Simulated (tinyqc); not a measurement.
Quantum-confined Stark effect in a modulator well: sweeps and comparisons. A value that a table varies takes the place of the one given here.

Envelopes on cells of 0.5 angstrom over the well |z| < L/2 and 45 angstrom of barrier on each side, psi = 0 beyond, psi'/m continuous (mean mass between points), c = hbar^2/2m0. The electron sees + e F z and the hole - e F z, each with its offset in the barriers; 1 kV/cm = 1e-5 eV/angstrom. Light holes, band mixing and escape by tunnelling are left out.

Exciton: in-plane function exp(-rho/lam), 1/mu = 1/me + 1/mp, E(lam) = c/(mu lam^2) - (q/eps) times the integral over k of Fm(k)(1 + (k lam/2)^2)^(-3/2), Fm(k) the double integral of psi_e^2 psi_h^2 exp(-k |z - z'|), q = e^2/(4 pi eps0); binding Eb = -E at the minimum. Line at Eg + E_e + E_h - Eb, strength proportional to overlap^2/lam^2.

Constants: hbar^2/2m0 = 3.80998211 eV angstrom^2; e^2/(4 pi eps0) = 14.39964547 eV angstrom; hc = 1239.841984 eV nm.

Parameters, chosen for this exercise (near those of a GaAs well in AlGaAs; not measured data): L = 110 angstrom (well width); Vc = 0.233 eV (conduction offset); Vv = 0.133 eV (heavy-hole offset); me = 0.0691 m0 (electron, well); meb = 0.0954 m0 (electron, barrier); mh = 0.354 m0 (heavy hole along z, well); mhb = 0.389 m0 (heavy hole, barrier); Eg = 1.44 eV (gap of the well); mp = 0.163 m0 (heavy hole in the plane); eps = 12.6 (dielectric constant); Fs = (0, 17, 34, 51, 71, 91, 114) kV/cm (fields); Ls = (56, 74, 92, 112, 136, 164) angstrom (widths); F_L = 49 kV/cm (field for this table); F = 49 kV/cm (field).

## Raising the field

All quantities anew; shifts from zero field.

Results:
```
F (kV/cm)  dE_e (meV)  dE_h (meV)  Eb (meV)  line shift (meV)  overlap^2  relative strength
0                0.00        0.00      8.56              0.00      0.987              1.000
17              -0.27       -0.82      8.40             -0.93      0.924              0.908
34              -1.09       -3.08      8.02             -3.63      0.778              0.711
51              -2.42       -6.44      7.59             -7.90      0.616              0.516
71              -4.63      -11.37      7.12            -14.57      0.452              0.341
91              -7.48      -17.06      6.72            -22.71      0.326              0.223
114            -11.48      -24.30      6.34            -33.57      0.221              0.137
```

The line shift grows with exponent 1.97 in F at low field and 1.73 at the end, as the carriers come up against opposite walls and the dipole begins to saturate. The hole gives 75 % of the level shift in the second row and 68 % in the last. The largest shift is 3.9 times the zero-field binding, yet 74 % of the binding survives, since the walls stop the field from pulling the pair apart. Half the strength is gone between 51 and 71 kV/cm.

## Width of the well

Zero-field line, its shift at F_L and the relative strength.

Results:
```
L (angstrom)  line at F = 0 (nm)  Eb (meV)  shift (meV)  relative strength  shift x strength (meV)
56                         819.9     10.02        -1.25              0.959                    1.20
74                         833.6      9.48        -2.49              0.883                    2.20
92                         841.9      8.99        -4.48              0.737                    3.30
112                        847.8      8.51        -7.69              0.513                    3.95
136                        852.3      8.02       -12.95              0.265                    3.44
164                        855.5      7.53       -20.88              0.094                    1.96
```

The shift grows with exponent 2.46 in L over the first two rows and 2.55 over the last two, against 4 for hard walls at second order; leakage lowers it in narrow wells and saturation in wide ones. The strength falls from 0.96 to 0.09, and the product of the two is largest at 112 angstrom.

## What each parameter does

Zero-field line, shift at F, overlap^2 and Eb at F. Each row changes one parameter from the base and keeps the others.

Results:
```
case              line (nm)  shift (meV)  overlap^2  Eb (meV)
base                  847.3        -7.32      0.635      7.64
L = 100 angstrom      844.6        -5.64      0.728      8.12
F = 39 kV/cm          847.3        -4.74      0.729      7.90
Vc = 0.186 eV         848.1        -7.57      0.619      7.55
Vv = 0.166 eV         847.2        -7.03      0.649      7.71
me = 0.0795 m0        848.7        -7.25      0.625      8.09
mh = 0.301 m0         846.9        -7.09      0.662      7.67
eps = 11.3            848.3        -7.11      0.635      9.08
```

The largest shifts from the base row, up to three for each result and ties (the steps differ in size, so this ranks the rows, not the parameters). line (nm): L -2.7, me +1.4, eps +1.0; unchanged at the printed digits by F. shift (meV): F +2.59, L +1.69, Vv +0.30. overlap^2: F +0.095, L +0.093, mh +0.027; unchanged at the printed digits by eps. Eb (meV): eps +1.43, L +0.48, me +0.44.

Program tinyqc; command `OMP_NUM_THREADS=1 python tinyqc.py 1251019 1251020 out.jsonl`; about 0.1 s on one thread of a shared Intel(R) Xeon(R) Processor @ 2.30GHz.
